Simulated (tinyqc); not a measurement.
Threshold of a short bulk MOSFET: charge sharing, barrier lowering, narrow width: threshold roll-off against channel length.

n-channel device on a p-type body, depletion approximation, full ionisation. Uniform doping N = Na. Vbi from Boltzmann statistics is rough for the degenerate source. Cox = eps0 eox/tox.

ni = sqrt(Nc Nv) exp(-Eg/(2 Vt)), Eg in volts; 2 pB = 2 Vt ln(N/ni); flat band Vfb - Vt ln(N/Na); Wd = sqrt(2 eps0 eps_r (2 pB - Vbs)/(q N)); body term q N Wd/Cox; long-channel VT0 = flat band + 2 pB + body term; Vbi = Vt ln(N Nsd/ni^2); scale length l = sqrt((eps_r/eox) tox Wd). Charge sharing (trapezoid; it ignores Vds): F = (xj/L)(sqrt(1 + 2 Wd/xj) - 1), lowering = body term times F. Barrier lowering: th = exp(-L/(2 l)) + 2 exp(-L/l), lowering = th [2 (Vbi - 2 pB) + Vds], DIBL = th. Narrow width: rise = body term times xw Wd/W. VT by each model = VT0 - lowering + rise. DIBL under 0.001 mV/V is printed as 0.

Inputs (values chosen for the exercise); band and dielectric values close to those of silicon:
```
symbol,value,unit,meaning
T,300,K,temperature
Eg,1.11,eV,band gap
eps_r,11.7,,relative permittivity
Nc,2.8e19,cm^-3,conduction-band density of states at T
Nv,2.6e19,cm^-3,valence-band density of states at T
eox,3.9,,relative permittivity of the gate insulator (close to silicon dioxide)
tox,3.8,nm,insulator thickness
Na,1e17,cm^-3,channel doping
Nsd,1e20,cm^-3,source and drain doping
Vfb,-0.96,V,flat-band voltage for the doping Na
xj,56,nm,junction depth
Vbs,-0.5,V,body-source voltage
Vds,0.5,V,drain-source voltage
W,520,nm,gate width
xw,0.7854,,shape factor of the fringing depletion at the width edges
```

Constants: q = 1.602176634e-19 C, kB = 1.380649e-23 J/K, Vt = kB T/q, eps0 = 8.8541878128e-14 F/cm where lengths are in cm. Results are converted to the units shown.

The same in every row: N (cm^-3) = 1.000e17; VT0 (V) = 0.09098.

Result of one run:
```
L (nm),L/l,F,DIBL (mV/V),"VT, charge sharing (V)","VT, barrier lowering (V)"
1100,28.50,0.07028,0,0.1203,0.1365
```

What becomes of these results when the channel length L is changed from 1100 to 120 nm, all else the same?

Result of the changed run:
```
L (nm),L/l,F,DIBL (mV/V),"VT, charge sharing (V)","VT, barrier lowering (V)"
120,3.109,0.6443,300.6,-0.01199,-0.1212
```

The whole series:
```
L (nm),L/l,F,DIBL (mV/V),"VT, charge sharing (V)","VT, barrier lowering (V)"
120,3.109,0.6443,300.6,-0.01199,-0.1212
180,4.664,0.4295,116.0,0.03749,0.03703
260,6.736,0.2974,36.83,0.06794,0.1049
370,9.586,0.2090,8.424,0.08831,0.1292
530,13.73,0.1459,1.045,0.1028,0.1356
770,19.95,0.1004,0.04656,0.1133,0.1364
1100,28.50,0.07028,0,0.1203,0.1365
1600,41.45,0.04832,0,0.1253,0.1365
2300,59.59,0.03361,0,0.1287,0.1365
```

VT by barrier lowering rises from -0.121 to 0.136 V and VT by charge sharing rises from -0.0120 to 0.129 V. DIBL is under 100 mV/V from L = 260 nm on among the rows (th = 0.1 at L/l = 4.92). For L = 120 F exceeds 0.5: the shares of source and drain overlap, and the trapezoid formula no longer holds. For L = 120 DIBL exceeds 250 mV/V, where the barrier formula is rough.

Computed by the program tinyqc: `OMP_NUM_THREADS=1 python tinyqc.py 2002027 2002028 out.jsonl`, one thread of a shared Intel Xeon 2.30GHz, about 0.01 s for the whole run.
